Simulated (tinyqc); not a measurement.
Rigid-ion and shell models of the dielectric response of an ionic crystal: one step, computed by the program tinyqc. Command: `OMP_NUM_THREADS=1 python tinyqc.py 3022577 3022578 out.jsonl shell walk`. One thread of a shared host (Intel(R) Xeon(R) Processor @ 2.30GHz), about 0.01 s of CPU time with the checks.

Charges +Z and -Z; 4 nearest neighbours, Madelung constant M = 1.638055, volume per ion pair Omega = 3.079201 d^3. Energy per pair U = -M Z^2 e2/d + 4 A exp(-d/rho), e2 = e^2/(4 pi eps_0). In the shell model the anion is a core of charge Y - Z and a massless shell of charge -Y, joined by the spring k; the repulsion acts on the shell. Each ion feels the Lorentz field E + (4 pi/3) P (Gaussian units).

Problem. Shell model: lattice response. mu lambda_TO = R' - (4 pi e2/(3 Omega)) Z_S^2/(1 - b); mu lambda_LO = mu lambda_TO + 4 pi e2 Z*^2/(eps_inf Omega); eps_s = eps_inf lambda_LO/lambda_TO. lambda in eV/(angstrom^2 u) gives the wavenumber 15.6333042 x 33.35640952 x sqrt(lambda); mu is the reduced mass.

Inputs (values chosen for the exercise, for a model crystal): cation mass = 170 u; anion mass = 16 u.

Structure: zinc blende.

anion polarisability alpha_- = 0.8958556 angstrom^3

Szigeti charge Z_S = 0.8661339 e

softened spring R' = 4.682417 eV/angstrom^2

b = 0.1131622

eps_inf = 1.382806

Born charge Z* = 0.9766542 e

volume Omega = 39.45351 angstrom^3

Constants: e^2/(4 pi eps_0) = 14.39964548 eV angstrom; nu for 1 eV/(angstrom^2 u) = 15.6333042 THz; 1 THz = 33.35640952 1/cm.

Give: mu lambda_TO; omega_TO; omega_LO; eps_s; share of R' left after the dipole term.

Solution.

mu lambda_TO = 3.3892 eV/angstrom^2

omega_TO = 251.04 1/cm

omega_LO = 349.07 1/cm

eps_s = 2.6736

share of R' left after the dipole term = 0.72381

The dipole field cancels 28 % of the short-range spring.
